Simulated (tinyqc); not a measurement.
# Surface potential of a MOS transistor: implicit equation and explicit approximations: two studies

p-type body, charge-sheet picture, depletion and inversion only, full ionisation (an idealisation for deep acceptors), Boltzmann statistics (rough once Na exp(x - xn) passes about Nc/7). In units of Vt: xg = (Vg - Vfb)/Vt, x = psi/Vt, G = gamma/sqrt(Vt), xn = (2 phiF + Vc)/Vt. The implicit equation is (xg - x)^2 = G^2 [x - 1 + exp(x - xn)] for x above about 3. Cox = eps0 eox/tox.

Inputs (values chosen for the exercise); band and dielectric values close to those of silicon: temperature T = 400 K; band gap Eg = 1.11 eV; relative permittivity eps_r = 11.9; conduction-band density of states at T Nc = 4.3e19 cm^-3; valence-band density of states at T Nv = 4.06e19 cm^-3; relative permittivity of the gate insulator (close to silicon dioxide) eox = 3.9; insulator thickness tox = 19 nm; acceptor density Na = 3.5e16 cm^-3; flat-band voltage Vfb = -0.39 V; channel-body voltage Vc = 0 V; gate-body voltage Vg = 0.37 V.

Constants: q = 1.602176634e-19 C, kB = 1.380649e-23 J/K, Vt = kB T/q, eps0 = 8.8541878128e-14 F/cm where lengths are in cm. Results are converted to the units shown.

Each table varies one quantity; the others keep the values above.

## Accuracy of the approximations against gate voltage

ni = sqrt(Nc Nv) exp(-Eg/(2 Vt)), Eg in volts; phiF = Vt ln(Na/ni); gamma = sqrt(2 q eps0 eps_r Na)/Cox; VT = Vfb + Vt (xn + G sqrt(xn - 1)). Depletion value a = 1 + [sqrt(G^2/4 + xg - 1) - G/2]^2; inversion value b = xn + ln[(xg - xn)^2/G^2 - xn + 1] and first guess y = min(a, b) - ln(1 + exp(-|a - b|)) if a > xn + 1, else b = y = a; one second-order correction with D = exp(y - xn), p = 2 (xg - y) + G^2 (1 + D), w = (xg - y)^2 - G^2 (y - 1 + D): z = y + 2 w/(p + sqrt(p^2 - 2 (2 - G^2 D) w)), or the Newton step z = y + w/p where the root is not real. N_inv = (Cox Vt G/q) [sqrt(x - 1 + exp(x - xn)) - sqrt(x - 1)] at the root. Lambert form (Cox m Vt/q) W0[(G/(2 m sqrt(xn - 1))) exp((Vg - VT)/(m Vt))], m = 1 + G/(2 sqrt(xn - 1)). Errors under 1e-4 mV, and the linear form below VT, are printed as 0.

Accuracy of the approximations against gate voltage:

| Vg (V) | psi (V) | x - xn | error of y (mV) | error of z (mV) | N_inv (cm^-2) | Cox (Vg - VT)/q (cm^-2) | Lambert form (cm^-2) |
|---|---|---|---|---|---|---|---|
| 0.29 | 0.3461 | -7.992 | 4.07e-3 | 0 | 7.083e6 | 0 | 3.628e6 |
| 0.49 | 0.4803 | -4.097 | 0.177 | 0 | 2.909e8 | 0 | 2.346e8 |
| 0.69 | 0.6140 | -0.2211 | 7.71 | -0.0139 | 1.217e10 | 1.378e8 | 1.222e10 |
| 0.89 | 0.6955 | 2.144 | 18.0 | -0.946 | 1.114e11 | 2.270e11 | 1.165e11 |
| 1.09 | 0.7326 | 3.221 | 18.1 | -1.28 | 2.809e11 | 4.539e11 | 2.932e11 |
| 1.29 | 0.7553 | 3.880 | 14.5 | -0.594 | 4.729e11 | 6.808e11 | 4.919e11 |
| 1.49 | 0.7718 | 4.359 | 12.2 | -0.331 | 6.744e11 | 9.076e11 | 6.997e11 |
| 1.69 | 0.7849 | 4.738 | 10.6 | -0.210 | 8.813e11 | 1.134e12 | 9.121e11 |
| 1.89 | 0.7958 | 5.053 | 9.46 | -0.144 | 1.092e12 | 1.361e12 | 1.127e12 |

What does the table show?

psi rises from 0.346 to 0.796 V and ends 5.1 Vt above 2 phiF + Vc. Among the rows the first guess is off by at most 18 mV (at Vg = 1.09 V) and the corrected value by at most 1.3 mV. In the last row the linear form is 25 % above N_inv and the Lambert form 3.3 % above it; in the first row the Lambert form is 49 % below it.

## Effect of the acceptor density at fixed gate voltage

Same model as above.

Vfb is held fixed.

Effect of the acceptor density at fixed gate voltage:

| Na (cm^-3) | psi (V) | x - xn | error of y (mV) | error of z (mV) | N_inv (cm^-2) | Cox (Vg - VT)/q (cm^-2) | Lambert form (cm^-2) |
|---|---|---|---|---|---|---|---|
| 1.2e15 | 0.54561 | 4.5421 | 38.9 | 13.7 | 1.5338e11 | 3.4599e11 | 1.7938e11 |
| 2.6e15 | 0.55854 | 3.3708 | 30.8 | 8.34 | 9.4658e10 | 2.4223e11 | 1.0705e11 |
| 5.6e15 | 0.55633 | 1.7723 | 10.9 | -0.0994 | 3.4979e10 | 1.1611e11 | 3.7811e10 |
| 1.2e16 | 0.51417 | -0.97520 | 2.61 | -1.84e-4 | 3.7032e9 | 0 | 3.6000e9 |
| 2.7e16 | 0.42966 | -5.0488 | 0.0652 | 0 | 1.0482e8 | 0 | 7.7624e7 |
| 5.8e16 | 0.33670 | -9.2748 | 1.33e-3 | 0 | 2.5673e6 | 0 | 1.0398e6 |
| 1.3e17 | 0.23886 | -13.728 | 0 | 0 | 54430 | 0 | 5770.1 |
| 2.8e17 | 0.16018 | -17.545 | 0 | 0 | 2240.1 | 0 | 25.156 |

As Na goes from 1.2e15 to 2.8e17, psi goes from 0.546 through a maximum of 0.559 (at Na = 2.6e15 among the rows listed) to 0.160 V, x - xn falls from 4.54 to -17.5 and N_inv falls from 1.53e11 to 2240 cm^-2. The Lambert form lies between 0.0112 and 1.17 times N_inv.

Program tinyqc, `OMP_NUM_THREADS=1 python tinyqc.py 2122037 2122038 out.jsonl`; Intel Xeon 2.30GHz, shared host, one thread, about 0.01 s.
